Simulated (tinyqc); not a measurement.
CCSD on RHF in the 6-31g basis, for H2, spin multiplicity 1, step by step. One step of it, computed by the program tinyqc.

Question. CCSD: starting amplitudes. t_ij^ab = <ij||ab> / (e_i + e_j - e_a - e_b), whose energy is MP2.

orbital energies (hartree): MO1 -0.599795, MO2 0.241940, MO3 0.768477, MO4 1.421904

Two-electron integrals over orbitals (pq|rs), unique and non-zero (hartree):
```
p,q,r,s,(pq|rs)
1,1,1,1,0.655122
2,1,2,1,0.078575
2,2,1,1,0.433249
2,2,2,2,0.385115
3,1,1,1,0.168953
3,1,2,2,0.049043
3,1,3,1,0.110034
3,2,2,1,-0.020470
3,2,3,2,0.036307
3,3,1,1,0.533359
3,3,2,2,0.380411
3,3,3,1,0.119759
3,3,3,3,0.463178
4,1,2,1,-0.079051
4,1,3,2,-0.020234
4,1,4,1,0.139077
4,2,1,1,-0.143389
4,2,2,2,-0.053873
4,2,3,1,-0.072611
4,2,3,3,-0.097179
4,2,4,2,0.066579
4,3,2,1,-0.081243
4,3,3,2,-0.001283
4,3,4,1,0.122588
4,3,4,3,0.124960
4,4,1,1,0.668710
4,4,2,2,0.441946
4,4,3,1,0.203104
4,4,3,3,0.553244
4,4,4,2,-0.167602
4,4,4,4,0.746791
```

Give: Starting amplitudes; correlation energy.

Answer.

Starting amplitudes (spin orbitals 1a, 1b, ...; amplitudes related by a flip of all spins are not repeated):
```
from,to,t
1a 1b,2a 2b,-0.047
1a 1b,3a 3b,-0.040
1a 1b,4a 4b,-0.034
1a 1b,2a 4b,0.028
```

correlation energy = -0.01724 hartree
